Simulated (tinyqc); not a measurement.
# Resistance of a source-drain extension with a graded tip: two studies

y runs along the channel, the gate covers y > 0. The doping is N0 for y < y0 and N0 10^(-(y - y0)/la) beyond, uniform over the depth xj. Sheet conductance s(y) = q mu(N) max(N - Nch, 0) xj + (for y > 0) ma Cox Vo, with mu(N) = u0 + (u1 - u0)/(1 + (N/Nr)^au) and Cox = eps0 eox/tox. Current is taken as one-dimensional; depletion of the tip, spreading and the contact are left out. The metallurgical junction lies at yj, where N = Nch.

Parameters, values chosen for the exercise; mobility law close to that of electrons in silicon: relative permittivity of the gate insulator (close to silicon dioxide) eox = 3.9; insulator thickness tox = 2.8 nm; active doping of the extension far from the gate N0 = 7.6e19 cm^-3; lateral abruptness la = 5.4 nm/decade; depth of the extension xj = 19 nm; channel doping Nch = 3.9e18 cm^-3; spacer length Ls = 22 nm; gate overdrive Vo = 0.32 V; mobility of the gate-induced layer ma = 180 cm^2/(V s); mobility at low doping u1 = 1414 cm^2/(V s); mobility at high doping u0 = 68.5 cm^2/(V s); reference doping Nr = 9.2e16 cm^-3; exponent au = 0.711; gate length Lg = 30 nm.

Constants: q = 1.602176634e-19 C, eps0 = 8.8541878128e-14 F/cm where lengths are in cm. Results are converted to the units shown.

Each table varies one quantity; the others keep the values above.

## Abruptness at a fixed junction position

R_spacer = integral of dy/s from -Ls to 0, R_ov from 0 to yj, R_channel = (Lg - 2 yj)/(ma Cox Vo), R_total = 2 R_spacer + 2 R_ov + R_channel. Electrical length L_eff = ma Cox dR_total/d(1/Vo); R_series = R_total - L_eff/(ma Cox Vo). y0 is moved with la so that yj stays at 6.9646 nm.

The same in every row: yj (nm) = 6.965; R_channel (ohm um) = 226.2.

Abruptness at a fixed junction position:

| la (nm/decade) | R_spacer (ohm um) | R_ov (ohm um) | R_total (ohm um) | L_eff (nm) | R_series (ohm um) |
|---|---|---|---|---|---|
| 1 | 12.57 | 7.300 | 266.0 | 16.34 | 35.94 |
| 2.3 | 12.57 | 11.82 | 275.0 | 16.66 | 40.42 |
| 3.6 | 12.57 | 16.34 | 284.0 | 16.99 | 44.91 |
| 4.9 | 12.57 | 20.86 | 293.1 | 17.31 | 49.39 |
| 6.1 | 12.66 | 24.94 | 301.4 | 17.61 | 53.57 |
| 7.4 | 13.31 | 28.88 | 310.6 | 17.92 | 58.31 |
| 8.7 | 14.52 | 32.35 | 320.0 | 18.23 | 63.38 |
| 10 | 16.22 | 35.42 | 329.5 | 18.52 | 68.81 |

What does the comparison show, and why?

As la goes from 1 to 10 nm/decade, R_total rises from 266 to 330 ohm um, R_spacer rises from 12.6 to 16.2 ohm um and R_ov rises from 7.30 to 35.4 ohm um. R_total changes on average by 7.06 ohm um for each nm/decade. L_eff exceeds the metallurgical length by 0.270 nm in the first row and 2.45 nm in the last, since the gate also controls the lightly doped tips.

## Effect of the position under the gate where the fall begins

Same model as above.

Effect of the position under the gate where the fall begins:

| y0 (nm) | yj (nm) | R_spacer (ohm um) | R_ov (ohm um) | R_channel (ohm um) | R_total (ohm um) | L_eff (nm) | R_series (ohm um) |
|---|---|---|---|---|---|---|---|
| -6 | 0.9646 | 27.23 | 9.127 | 395.2 | 467.9 | 28.99 | 59.83 |
| -4 | 2.965 | 16.17 | 17.37 | 338.9 | 405.9 | 25.35 | 49.02 |
| -2 | 4.965 | 13.19 | 20.94 | 282.5 | 350.8 | 21.42 | 49.26 |
| 0 | 6.965 | 12.57 | 22.60 | 226.2 | 296.6 | 17.44 | 51.12 |
| 2 | 8.965 | 12.57 | 23.69 | 169.9 | 242.5 | 13.44 | 53.23 |
| 4 | 10.96 | 12.57 | 24.79 | 113.6 | 188.3 | 9.447 | 55.34 |
| 6 | 12.96 | 12.57 | 25.89 | 57.30 | 134.2 | 5.454 | 57.45 |

Read the table: what changes, and by how much?

As y0 goes from -6 to 6, R_total falls from 468 to 134 ohm um, L_eff falls from 29.0 to 5.45 nm and R_series goes from 59.8 through a minimum of 49.0 (at y0 = -4 among the rows listed) to 57.5 ohm um. More overlap also shortens the channel and adds capacitance, effects on threshold and speed that are left out.

Computed by the program tinyqc: `OMP_NUM_THREADS=1 python tinyqc.py 2282241 2282242 out.jsonl`, one thread of a shared Intel Xeon 2.30GHz, about 0.05 s for the whole run.
